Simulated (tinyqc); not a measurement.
## Long-channel MOSFET, surface-potential model: potential, charge and velocity along the channel

n-channel transistor on a uniformly doped p-type body, gradual-channel approximation, constant mobility, Boltzmann statistics, full ionisation. Potentials are counted from the neutral body; V is the electron quasi-Fermi potential, Vsb at the source and Vsb + Vds at the drain. Charges are magnitudes per area.

ni = sqrt(Nc Nv) exp(-Eg/(2 Vt)), Eg in volts; phiF = Vt ln(Na/ni); Cox = eps0 eox/tox; gamma = sqrt(2 q eps0 eps_r Na)/Cox. The surface potential psi at channel potential V solves Vgs + Vsb - Vfb - psi = gamma sqrt(G), G = psi - Vt + Vt exp((psi - 2 phiF - V)/Vt). Charge sheet: Qi = Cox gamma [sqrt(G) - sqrt(psi - Vt)]; I = mu (W/L) [integral of Qi dpsi from psi_0 to psi_L (drift) + Vt (Qi0 - QiL) (diffusion)], with psi_0 at V = Vsb and psi_L at V = Vsb + Vds. The current is the same at every point, so the place y where the channel potential is Vsb + v follows from y/L = I(Vds = v)/I(Vds); the mean carrier velocity is I/(W Qi).

Inputs (values chosen for the exercise); material values close to those of silicon: temperature T = 300 K; band gap Eg = 1.14 eV; relative permittivity of the semiconductor eps_r = 11.8; conduction-band density of states at T Nc = 2.75e19 cm^-3; valence-band density of states at T Nv = 2.63e19 cm^-3; acceptor density of the body Na = 3.5e16 cm^-3; relative permittivity of the gate insulator eox = 21.7; insulator thickness tox = 22 nm; flat-band voltage Vfb = -0.9 V; channel mobility mu = 270 cm^2/(V s); gate width W = 2 um; gate length L = 10 um; source-body reverse bias Vsb = 0 V; gate-source voltage Vgs = 0.22 V; drain-source voltage Vds = 0.05 V.

Constants: q = 1.602176634e-19 C, kB = 1.380649e-23 J/K, Vt = kB T/q, eps0 = 8.8541878128e-14 F/cm where lengths are in cm. Results are converted to the units shown.

Along the channel:

| v (V) | psi (V) | Qi (nC/cm^2) | y/L | velocity (cm/s) |
|---|---|---|---|---|
| 0.006 | 0.9134 | 78.43 | 0.1461 | 1.076e4 |
| 0.012 | 0.9177 | 74.41 | 0.2848 | 1.134e4 |
| 0.019 | 0.9227 | 69.79 | 0.4376 | 1.209e4 |
| 0.025 | 0.9269 | 65.90 | 0.5607 | 1.281e4 |
| 0.031 | 0.9310 | 62.06 | 0.6769 | 1.360e4 |
| 0.038 | 0.9357 | 57.66 | 0.8038 | 1.464e4 |
| 0.044 | 0.9397 | 53.97 | 0.9052 | 1.564e4 |
| 0.05 | 0.9436 | 50.35 | 1.000 | 1.676e4 |

What do the numbers show?

Half of the listed voltage range, v = 0.025 V, is reached at y/L = 0.561. The charge falls from 78.4 to 50.4 nC/cm^2 over the rows, so the velocity rises by a factor of 1.56 to keep the current constant.

Program tinyqc, `OMP_NUM_THREADS=1 python tinyqc.py 2360149 2360150 out.jsonl`; Intel Xeon 2.30GHz, shared host, one thread, about 0.05 s.
